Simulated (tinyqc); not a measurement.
Two-mode optical phonons of a ternary alloy from two coupled oscillators: one step, computed by the program tinyqc. Command: `OMP_NUM_THREADS=1 python tinyqc.py 3019210 3019211 out.jsonl twomode walk`. One thread of a shared host (Intel(R) Xeon(R) Processor @ 2.30GHz), about 0.01 s of CPU time with the checks.

An alloy A(x)B(1-x)C has an A-C and a B-C bond oscillator. Each TO frequency moves linearly from the impurity mode (dilute end) to the TO of the pure crystal; each strength is proportional to the number of bonds.

Task: LO modes, coupled by the field. eps(omega) = eps_inf + W_1/(omega_1^2 - omega^2) + W_2/(omega_2^2 - omega^2) = 0 is the eigenproblem of the matrix [[omega_1^2 + W_1/eps_inf, sqrt(W_1 W_2)/eps_inf], [sqrt(W_1 W_2)/eps_inf, omega_2^2 + W_2/eps_inf]] for omega_LO^2. Uncoupled values keep the diagonal alone. eps_s = eps_inf + W_1/omega_1^2 + W_2/omega_2^2.

omega_1 (A-C, TO) = 355.5499 1/cm

omega_2 (B-C, TO) = 266.9286 1/cm

eps_inf = 10.93228

W_1 = 23092.61 1/cm^2

W_2 = 117340.4 1/cm^2

Give: matrix; lower LO mode; upper LO mode; uncoupled values; eps_s.

Result:

matrix (1/cm^2):
```
           1          2
1  1.285e+05  4.762e+03
2  4.762e+03  8.198e+04
```

lower LO mode = 285.5 1/cm

upper LO mode = 359.2 1/cm

uncoupled values (1/cm): 286.3  358.5

eps_s = 12.76

The field pushes the upper mode up by 0.67 and the lower one down by 0.84 per cm; the lower LO stays between the two TO modes.
